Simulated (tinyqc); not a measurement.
From results back to parameters: interface roughness in a thin film (subband fluctuation and scattering). Five cases, with inputs chosen for the exercise.

Problem. The screened mobility was computed from a hidden rms height D.

Gaussian roughness spectrum S(q) = pi D^2 Lc^2 exp(-q^2 Lc^2/4). Degenerate gas, taken to fill one subband (the second starts to fill once c kF^2/md exceeds E2 - E1, which is not tested here): kF = sqrt(2 pi Ns/gv), q = 2 kF sin(theta/2), 1/tau = (md/(2 pi c hbar)) G^2 times the integral from 0 to pi of S(q)(1 - cos theta)/eps(q)^2 dtheta, eps(q) = 1 + qs/q with screening (qs = gv md q0/(c eps), q0 = e^2/(4 pi eps0), form factors left out, which overstates the screening; other scattering is left out too, so these values lie far above measured mobilities in all but the thinnest films) or 1 without; mobility = tau c2/md with c2 = e/m0 = 1.75882e15 cm^2/(V s^2); 1e12/cm^2 = 1e-4/angstrom^2.

Constants: hbar^2/2m0 = 3.80998211 eV angstrom^2; hbar = 6.58211957e-16 eV s; e^2/(4 pi eps0) = 14.39964547 eV angstrom.

Find: mobility for D = 1 angstrom; D.

Method. The mobility goes as 1/D^2, so D is the square root of the ratio. One value fixes only D^2 times a function of Lc; a second density is needed to part the two.

Case 1.

Values chosen (near those of a thin Si channel on (100), two-fold valleys; shifted at random, so the results belong to these values and not to a real crystal): md = 0.194 m0 (mass in the plane); gv = 2 (valleys); Lc = 40 angstrom (correlation length); Ns = 3.1 x 1e12/cm^2 (sheet density); eps = 7.7 (mean dielectric constant at the channel).

G = |dE1/dt| = 14.3646 meV/angstrom
mobility = 11142.0 cm^2/(V s)

Solution.

mobility for D = 1 angstrom = 1.604e+04 cm^2/(V s)
D = 1.20 angstrom

Case 2.

Values chosen (near those of a thin Ge channel on (111), one valley; shifted at random, so the results belong to these values and not to a real crystal): md = 0.081 m0 (mass in the plane); gv = 1 (valleys); Lc = 38 angstrom (correlation length); Ns = 2.7 x 1e12/cm^2 (sheet density); eps = 12 (mean dielectric constant at the channel).

G = |dE1/dt| = 9.6822 meV/angstrom
mobility = 3323.25 cm^2/(V s)

Solution.

mobility for D = 1 angstrom = 3.403e+04 cm^2/(V s)
D = 3.20 angstrom

Case 3.

Values chosen (near those of a thin Ge channel on (111), one valley; shifted at random, so the results belong to these values and not to a real crystal): md = 0.081 m0 (mass in the plane); gv = 1 (valleys); Lc = 56 angstrom (correlation length); Ns = 0.41 x 1e12/cm^2 (sheet density); eps = 12.6 (mean dielectric constant at the channel).

G = |dE1/dt| = 5.2298 meV/angstrom
mobility = 2618.76 cm^2/(V s)

Solution.

mobility for D = 1 angstrom = 3.394e+04 cm^2/(V s)
D = 3.60 angstrom

Case 4.

Values chosen (near those of a thin GaN channel; shifted at random, so the results belong to these values and not to a real crystal): md = 0.198 m0 (mass in the plane); gv = 1 (valleys); Lc = 24 angstrom (correlation length); Ns = 6.8 x 1e12/cm^2 (sheet density); eps = 9.3 (mean dielectric constant at the channel).

G = |dE1/dt| = 4.3297 meV/angstrom
mobility = 11728.8 cm^2/(V s)

Solution.

mobility for D = 1 angstrom = 1.201e+05 cm^2/(V s)
D = 3.20 angstrom

Case 5.

Values chosen (near those of a thin Si channel on (100), two-fold valleys; shifted at random, so the results belong to these values and not to a real crystal): md = 0.187 m0 (mass in the plane); gv = 2 (valleys); Lc = 20 angstrom (correlation length); Ns = 2.5 x 1e12/cm^2 (sheet density); eps = 7.9 (mean dielectric constant at the channel).

G = |dE1/dt| = 3.0616 meV/angstrom
mobility = 190720 cm^2/(V s)

Solution.

mobility for D = 1 angstrom = 6.179e+05 cm^2/(V s)
D = 1.80 angstrom

Computed by tinyqc, one run a case: `OMP_NUM_THREADS=1 python tinyqc.py N N+1 out.jsonl` with N = 1250894, 1250903, 1250929, 1250934, 1250972; one thread of a shared Intel(R) Xeon(R) Processor @ 2.30GHz, about 0.01 s a run at most.
